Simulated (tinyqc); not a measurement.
Metal gate on a two-layer dielectric stack with fixed charge and a dipole: two steps of the calculation.

Gate, layer 2, layer 1, p-type semiconductor; x runs from the gate inwards. Charges are counted in units of +q. psi is the band bending at the surface, positive towards inversion. Classical charge, Boltzmann statistics, no interface traps.

Parameters, values chosen for the exercise; band and dielectric values close to those of silicon, layer 1 close to aluminium oxide, layer 2 close to hafnium oxide: temperature T = 350 K; band gap Eg = 1.11 eV; relative permittivity eps_r = 11.9; valence-band density of states at T Nv = 3.29e19 cm^-3; electron affinity chi = 4.07 eV; acceptor density Na = 4.6e17 cm^-3; work function of the gate metal pM = 4.52 eV; thickness of layer 1, next to the semiconductor t1 = 0.6 nm; relative permittivity of layer 1 e1 = 9.15; thickness of layer 2, next to the gate t2 = 1.3 nm; relative permittivity of layer 2 e2 = 22; fixed charge at the semiconductor interface Q1 = 1e12 cm^-2; fixed charge between the layers Q2 = -2.4e11 cm^-2; uniform charge density in layer 1 r1 = 0 cm^-3; uniform charge density in layer 2 r2 = 0 cm^-3; flat-band shift by a dipole layer between the layers Vd = 0 V; band bending psi of the working point ps = 0.364 V.

Constants: q = 1.602176634e-19 C, kB = 1.380649e-23 J/K, Vt = kB T/q, eps0 = 8.8541878128e-14 F/cm where lengths are in cm. Results are converted to the units shown.

Task 1. Equivalent thickness and work-function difference. EOT = 3.9 (t1/e1 + t2/e2), Cox = eps0/(t1/e1 + t2/e2); phi_ms = pM - (chi + Eg - Vt ln(Nv/Na)).

Give: EOT; Cox; share of layer 1 in the EOT; phi_ms.

Result 1.

EOT = 0.48619 nm
Cox = 7.1024 uF/cm^2
share of layer 1 in the EOT = 52.600 %
phi_ms = -0.53121 V

Task 2. Fields and voltage drops. Gauss: D = -Qs just inside the semiconductor; going towards the gate subtract q Q1, then q r1 t1, q Q2 and q r2 t2. Field = D/(eps0 e); the drop over a layer is its mean field times its thickness; Vg = phi_ms + Vd + psi + both drops.

Qs = -0.22770146 uC/cm^2

Wanted: D; field; drop over layer 2; drop over layer 1; Vg.

Result 2.

```
place	D (uC/cm^2)	field (MV/cm)
layer 2, gate side	0.10594	0.05438
layer 2, inner side	0.10594	0.05438
layer 1, outer side	0.06748	0.08330
layer 1, semiconductor side	0.06748	0.08330
semiconductor surface	0.22770	0.21611
```

drop over layer 2 = 0.0070699 V
drop over layer 1 = 0.0049978 V
Vg = -0.15515 V

The same Vg follows from Vfb + psi - Qs/Cox. The largest field, 0.216 MV/cm in size, is at: semiconductor surface.

tinyqc, about 0.01 s, one thread, Intel Xeon 2.30GHz (shared host): `OMP_NUM_THREADS=1 python tinyqc.py 2010055 2010056 out.jsonl`
